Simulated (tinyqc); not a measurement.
Incorporation against temperature: precursor delivery by bubblers, mass-transport growth and the solid composition of a III-V alloy. Computed by tinyqc, a small Python program. Command: `OMP_NUM_THREADS=1 python tinyqc.py 3012927 3012928 out.jsonl movpe_thermo walk`. One thread of a shared host (Intel(R) Xeon(R) Processor @ 2.30GHz), about 0.01 s of CPU time with the checks.

1 sccm = 44.615 micromol/min; 1 torr = 133.322 Pa. The sources decompose fully at the surface.

Inputs (values chosen for the exercise, modelled on trimethylgallium (source 1) and trimethylindium (source 2) for the vapour pressures): bath temperature T1 = 266 K; bath temperature T2 = 290 K; bubbler pressure p_b = 400 torr; carrier flow F1 = 4.1 sccm; carrier flow F2 = 130 sccm; total flow F_t = 12 slm; group-V flow F_V = 200 sccm; reactor pressure p = 100 torr; growth temperature T = 880 K; diffusivity at 273 K and 760 torr = 0.3 cm^2/s; flow cross-section A = 30 cm^2; distance from the leading edge z = 5 cm; lattice constant a = 5.85 angstrom; interaction L0 of the solid = 7.35 kJ/mol; log10 of p_B,eq over pure BC at 1000 K and 1 torr of group V (exaggerated: liquid indium has about -4.1) = -2.7 log10 torr; enthalpy of that equilibrium H = 311 kJ/mol.

Alloy: mixing on the group-III sites, with desorption of B.

constants a, b of source 1 (log10 torr, K): [8.09, 1703]

constants a, b of source 2 (log10 torr, K): [10.53, 3014]

Constants: k_B = 1.380649e-23 J/K; R = 8.314462618 J/(mol K).

Method:
- log10 p_v = a - b/T_bath; molar flow = F x 44.615 x p_v/(p_b - p_v) for a saturated bubbler.
- p_i = p n_i/(44615 F_t), F_t in slm; p_V = p F_V/(1000 F_t), counted per molecule supplied; V/III = 44.615 F_V/(n1 + n2); vapour fraction of source 2 = n2/(n1 + n2).
- Mean velocity u = (F_t/A)(760/p)(T/273); D = D0 (T/273)^1.75 (760/p); boundary layer delta = sqrt(pi D z/u); flux = D dp/(delta k_B T); growth rate = flux x a^3/4.
- A sticks fully. B desorbs: its surface pressure is p_B* = x gamma_B K/sqrt(p_V), ln gamma_B = L0 (1 - x)^2/(R T), K = 10^(log10 K at 1000 K) exp[-(H/R)(1/T - 1/1000)], p_V in torr. With equal diffusivities x = (p_2 - p_B*)/(p_1 + p_2 - p_B*). Growth rate = rate per torr x p_1/(1 - x).

p_2 = 0.00372468 torr

K/sqrt(p_V) = 9.41663e-06 torr

p_V = 1.66667 torr

vapour fraction of source 2 = 0.440071

p_1 = 0.00473913 torr

At fixed flows:
```
T (K)  K/sqrt(p_V) (torr)        x  share of B incorporated, 1 - p_B*/p_2
884            1.1414e-05  0.43962                                0.99816
925            7.4463e-05  0.43714                                0.98817
963            3.6722e-04  0.42571                                0.94319
991            1.1004e-03  0.39702                                0.83777
1024           3.7137e-03  0.29946                                0.54390
1056           1.1234e-02  0.14139                                0.20953
1093           3.7263e-02  0.04494                                0.05987
1147           1.8664e-01  0.00925                                0.01188
```

What does the comparison show, and why?

x equals the vapour fraction 0.440 while gamma_B K/sqrt(p_V) is small against p_1 + p_2 = 0.0085 torr and falls once it is not. Between the last rows the apparent energy R d ln x/d(1/T) is 305 kJ/mol, against H = 311.
